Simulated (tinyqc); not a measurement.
# Frequency dispersion of an accumulation capacitance by border traps, distributed model, step by step

Program tinyqc, `OMP_NUM_THREADS=1 python tinyqc.py 2202032 2202033 out.jsonl`; Intel Xeon 2.30GHz, shared host, one thread, about 0.4 s. Printed values are rounded.

Traps spread evenly through the insulator exchange electrons with the semiconductor by tunnelling, with tau(x) = t0 exp(2 ka x) at depth x from the interface. The admittance per area Y seen at depth x obeys dY/dx = -Y^2/(i w eps0 eox) + q Nb ln(1 + i w tau)/tau, with Y(0) = i w Cs and w = 2 pi f; the gate sees Y(tox) = G + i w C. Working variable y = Y/(i w), in uF/cm^2. Cox = eps0 eox/tox.

Parameters, values chosen for the exercise; permittivity close to that of aluminium oxide:
- eox = 8.31 (relative permittivity of the insulator)
- tox = 5.7 nm (insulator thickness)
- Cs = 0.72 uF/cm^2 (semiconductor capacitance in accumulation)
- Nb = 3.2e18 cm^-3 eV^-1 (density of border traps)
- ka = 4.5 1/nm (decay constant of the wave function in the insulator)
- t0 = 2e-9 s (time constant of a trap at the interface)
- f = 1e5 Hz (frequency)
- xe = 1.3 nm (depth down to which the steps are taken)

Constants: q = 1.602176634e-19 C, eps0 = 8.8541878128e-14 F/cm where lengths are in cm. Results are converted to the units shown.

## Scales and lumped estimate

Cox; trap-free value 1/(1/Cox + 1/Cs); response depth d = ln(1/(w t0))/(2 ka), where w tau = 1; lumped estimate: all traps within d act as C_bt = q Nb d placed at d/2, so C = 1/{1/[1/(1/Cs + d/(2 eps0 eox)) + C_bt] + (tox - d/2)/(eps0 eox)}.

Cox = 1.290847 uF/cm^2
trap-free C = 0.4621982 uF/cm^2
d = 0.7421462 nm
C_bt = 0.03804958 uF/cm^2
lumped C = 0.4787343 uF/cm^2

The traps within reach amount to 0.0528 Cs and lie in the first 13.0 % of the insulator.

## Midpoint steps through the active depth

In terms of y: dy/dx = -y^2/(eps0 eox) + s(x), s = q Nb ln(1 + z)/z, z = i w tau. 9 midpoint steps of h = xe/9: y_half = y + (h/2) y'(x, y), y(new) = y + h y'(x + h/2, y_half).

```
point     x (nm)        s (uF/(cm^2 nm))           y (uF/cm^2)
0              0  0.05126963-0.00003221i  0.7200000+0.0000000i
1      0.1444444  0.05126929-0.00011820i  0.7172678-0.0000088i
2      0.2888889  0.05126476-0.00043365i  0.7146113-0.0000411i
3      0.4333333  0.05120394-0.00158838i  0.7120259-0.0001590i
4      0.5777778  0.05040949-0.00569299i  0.7094799-0.0005887i
5      0.7222222  0.04270521-0.01624939i  0.7066173-0.0020401i
6      0.8666667  0.02098978-0.01957874i  0.7015490-0.0048908i
7       1.011111  0.00675256-0.01104622i  0.6937464-0.0069698i
8       1.155556  0.00192027-0.00462003i  0.6849380-0.0078174i
9            1.3  0.00052929-0.00169891i  0.6759950-0.0080116i
```

## Capacitance and conductance at the gate

y at xe = 0.6759950-0.0080116i uF/cm^2

Beyond xe the traps are ignored, so 1/y(tox) = 1/y(xe) + (tox - xe)/(eps0 eox); C = Re y, G/w = -Im y, loss tangent G/(w C).

y at the gate = 0.4814072-0.0040628i uF/cm^2
C = 0.4814072 uF/cm^2
G/w = 0.004062837 uF/cm^2
loss tangent = 0.008439501

A fine integration over the whole insulator gives C = 0.48145 and G/w = 0.004174 uF/cm^2; the coarse G/w is 2.7 % below that. The fine C is 4.2 % above the trap-free value, and the lumped estimate is 0.57 % below the fine result.
